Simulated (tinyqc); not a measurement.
Inside a calculation. Method: one-electron ion in a basis of Gaussians. One step of it, computed by the program tinyqc.

Problem. Generalised eigenproblem. Solve H C = S C e through S^(-1/2); each column has its largest component positive (the first on a tie).

H = T + V (hartree), lower triangle:
```
           1          2          3
1  -0.321787
2  -0.326042  -0.412613
3  -0.264292  -0.409292  -0.450653
```

S, lower triangle:
```
          1         2         3
1  1.000000
2  0.808354  1.000000
3  0.454283  0.808348  1.000000
```

Give: eigenvalues of S; eigenvalues; coefficients.

Solution.

eigenvalues of S: 0.0616  0.5457  2.3927

eigenvalues (hartree): -0.4706  -0.2052  0.0335

coefficients:
```
        1        2        3
1  0.1739   1.2793  -1.6251
2  0.1982  -0.3572   3.1142
3  0.7261  -0.5375  -1.8686
```

For Z = 2 and l = 1 the exact lowest level is -Z^2/(2 n^2) with n = l + 1: -0.500000 hartree.
